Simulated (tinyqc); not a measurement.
Composition and strain of an epitaxial Si(1-x)Ge(x) layer from Raman and X-ray peaks: one step, computed by the program tinyqc.

A (001) layer, biaxially strained in the plane. The Raman peaks follow empirical lines omega = w0 + c1 x + c3 x^3 + b eps (c3 for Si-Ge alone), with eps the in-plane strain.

Problem. X-ray (004) reflection. Bragg angle theta = arcsin(2 lambda/a) for (004), for the substrate with a_sub and the layer with a_perp; separation in arc seconds.

Inputs (values chosen for the exercise, modelled on silicon-germanium): X-ray wavelength = 1.540598 angstrom.

Substrate: germanium.

substrate constant a_sub = 5.658 angstrom

a_perp = 5.500627 angstrom

Give: theta of the substrate; theta of the layer; separation, layer less substrate.

Solution.

theta of the substrate = 32.996 degree

theta of the layer = 34.066 degree

separation, layer less substrate = 3855.3 arcsec
